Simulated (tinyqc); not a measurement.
Inside a calculation. Method: plane-wave Kohn-Sham cycle with exchange-only LDA in a layered model solid. Computed by tinyqc, a small Python program that keeps every step. Settings: points = 16, plane-wave index or count = 2, electrons = 2, k points = 1, area = 25.0, mixing = 0.5, iteration cap = 51. Command: `OMP_NUM_THREADS=1 python tinyqc.py 20132 20133 out.jsonl` (the two numbers bound the seeds that draw the settings). One thread of a shared host (Intel(R) Xeon(R) Processor @ 2.60GHz), about 0.01 s of CPU time with the checks. Later iterations appear only in the table of the cycle.

## Iteration 1: potential

A solid whose potential varies along x alone (atomic units):
```
parameter                      value
period a                    8.100000
cross-section of the cell  25.000000
electrons per cell                 2
grid points                       16
plane waves -n..n, n               2
k points                           1
V1 in V1 cos(2 pi x/a)     -0.310000
```

density at the start, on the grid x_j = j a/N (e/bohr^3): 0.00987654  0.00987654  0.00987654  0.00987654  0.00987654  0.00987654  0.00987654  0.00987654  0.00987654  0.00987654  0.00987654  0.00987654  0.00987654  0.00987654  0.00987654  0.00987654

V_H(G) = 4 pi rho(G)/G^2 for G != 0 (uniform background); v_x = -(3 rho/pi)^(1/3); V = V_ext + V_H + v_x; Fourier components f(G_m) = (1/N) sum_j f(x_j) exp(-i G_m x_j).

Potentials on the grid (hartree):
```
x             V_ext       V_H        v_x          V
0.000000  -0.310000  0.000000  -0.211280  -0.521280
0.506250  -0.286403  0.000000  -0.211280  -0.497683
1.012500  -0.219203  0.000000  -0.211280  -0.430483
1.518750  -0.118632  0.000000  -0.211280  -0.329912
2.025000          0  0.000000  -0.211280  -0.211280
2.531250   0.118632  0.000000  -0.211280  -0.092648
3.037500   0.219203  0.000000  -0.211280   0.007923
3.543750   0.286403  0.000000  -0.211280   0.075122
4.050000   0.310000  0.000000  -0.211280   0.098720
4.556250   0.286403  0.000000  -0.211280   0.075122
5.062500   0.219203  0.000000  -0.211280   0.007923
5.568750   0.118632  0.000000  -0.211280  -0.092648
6.075000          0  0.000000  -0.211280  -0.211280
6.581250  -0.118632  0.000000  -0.211280  -0.329912
7.087500  -0.219203  0.000000  -0.211280  -0.430483
7.593750  -0.286403  0.000000  -0.211280  -0.497683
```

V(G_m), m = 0, 1, 2, ... (hartree): -0.211280  -0.155000  0.000000  0.000000  0.000000

## Iteration 1: Hamiltonian at one k

k = 0.000000 2 pi / a

H(m,m') = (k + G_m)^2/2 delta + V(G_m - G_m'), with V(-G) = V(G).

H (hartree):
```
           -2         -1         +0         +1         +2
-2   0.992147  -0.155000   0.000000   0.000000   0.000000
-1  -0.155000   0.089577  -0.155000   0.000000   0.000000
+0   0.000000  -0.155000  -0.211280  -0.155000   0.000000
+1   0.000000   0.000000  -0.155000   0.089577  -0.155000
+2   0.000000   0.000000   0.000000  -0.155000   0.992147
```

## Iteration 1: levels at that k

Diagonalise the Hermitian matrix.

eigenvalues (hartree): -0.330756  0.063700  0.182073  1.018023  1.019126

## Iteration 1: new density

Motion across x is left out: the lowest 1 band(s) hold two electrons at each of the k points (j + 1/2)/nk - 1/2. Residual R = rho(out) - rho(in); rho(new) = rho(in) + 0.5 R. rho(out) = 2/(a A nk) sum |psi|^2 with psi = sum c exp(i G x). Harris energy E = band energy - dV sum rho (V_H/2 + v_x) + (3/4) dV sum rho v_x with rho(in), dV = a A/N, band energy = (2/nk) sum of the filled levels.

rho(out) (e/bohr^3): 0.02629228  0.02394209  0.01812006  0.01150467  0.00628144  0.00312040  0.00157111  0.00093902  0.00077485  0.00093902  0.00157111  0.00312040  0.00628144  0.01150467  0.01812006  0.02394209

density after iteration 1 (e/bohr^3): 0.01808441  0.01690932  0.01399830  0.01069060  0.00807899  0.00649847  0.00572383  0.00540778  0.00532569  0.00540778  0.00572383  0.00649847  0.00807899  0.01069060  0.01399830  0.01690932

energy per cell = -0.55587271 hartree

## Iteration 2: potential

As before.

Potentials on the grid (hartree):
```
x             V_ext        V_H        v_x          V
0.000000  -0.310000   0.137810  -0.258479  -0.430669
0.506250  -0.286403   0.124917  -0.252755  -0.414240
1.012500  -0.219203   0.089851  -0.237328  -0.366680
1.518750  -0.118632   0.041613  -0.216932  -0.293951
2.025000          0  -0.009446  -0.197595  -0.207041
2.531250   0.118632  -0.055000  -0.183764  -0.120132
3.037500   0.219203  -0.089892  -0.176151  -0.046840
3.543750   0.286403  -0.111530  -0.172848   0.002025
4.050000   0.310000  -0.118838  -0.171969   0.019194
4.556250   0.286403  -0.111530  -0.172848   0.002025
5.062500   0.219203  -0.089892  -0.176151  -0.046840
5.568750   0.118632  -0.055000  -0.183764  -0.120132
6.075000          0  -0.009446  -0.197595  -0.207041
6.581250  -0.118632   0.041613  -0.216932  -0.293951
7.087500  -0.219203   0.089851  -0.237328  -0.366680
7.593750  -0.286403   0.124917  -0.252755  -0.414240
```

V(G_m), m = 0, 1, 2, ... (hartree): -0.206575  -0.112774  0.000328  0.000315  0.000093

## Iteration 2: Hamiltonian at one k

k = 0.000000 2 pi / a

As before.

H (hartree):
```
           -2         -1         +0         +1         +2
-2   0.996852  -0.112774   0.000328   0.000315   0.000093
-1  -0.112774   0.094282  -0.112774   0.000328   0.000315
+0   0.000328  -0.112774  -0.206575  -0.112774   0.000328
+1   0.000315   0.000328  -0.112774   0.094282  -0.112774
+2   0.000093   0.000315   0.000328  -0.112774   0.996852
```

## Iteration 2: levels at that k

As before.

eigenvalues (hartree): -0.276887  0.080004  0.150786  1.010710  1.011082

## Iteration 2: new density

As before.

rho(out) (e/bohr^3): 0.02325789  0.02153251  0.01714778  0.01189375  0.00738203  0.00431418  0.00258074  0.00176573  0.00153337  0.00176573  0.00258074  0.00431418  0.00738203  0.01189375  0.01714778  0.02153251

density after iteration 2 (e/bohr^3): 0.02067115  0.01922092  0.01557304  0.01129218  0.00773051  0.00540633  0.00415229  0.00358675  0.00342953  0.00358675  0.00415229  0.00540633  0.00773051  0.01129218  0.01557304  0.01922092

energy per cell = -0.48380027 hartree

## Convergence

Stop when sqrt(dV sum R^2) is below 1e-8, dV = a A/N.

Course of the cycle:
```
iteration  E (hartree)  norm of the residual
1          -0.55587271              1.28e-01
2          -0.48380027              4.55e-02
3          -0.47514785              1.44e-02
4          -0.47443825              5.01e-03
5          -0.47439749              2.18e-03
6          -0.47439919              1.10e-03
7          -0.47440074              5.78e-04
8          -0.47440125              3.06e-04
9          -0.47440140              1.61e-04
10         -0.47440144              8.44e-05
11         -0.47440145              4.41e-05
...                ...                   ...
14         -0.47440145              6.25e-06
15         -0.47440145              3.25e-06
16         -0.47440145              1.69e-06
17         -0.47440145              8.81e-07
18         -0.47440145              4.58e-07
19         -0.47440145              2.38e-07
20         -0.47440145              1.24e-07
21         -0.47440145              6.45e-08
22         -0.47440145              3.35e-08
23         -0.47440145              1.74e-08
24         -0.47440145              9.07e-09
```

Converged in 24 iterations. Before convergence this energy mixes input and output and is not variational, so it may rise towards its limit.
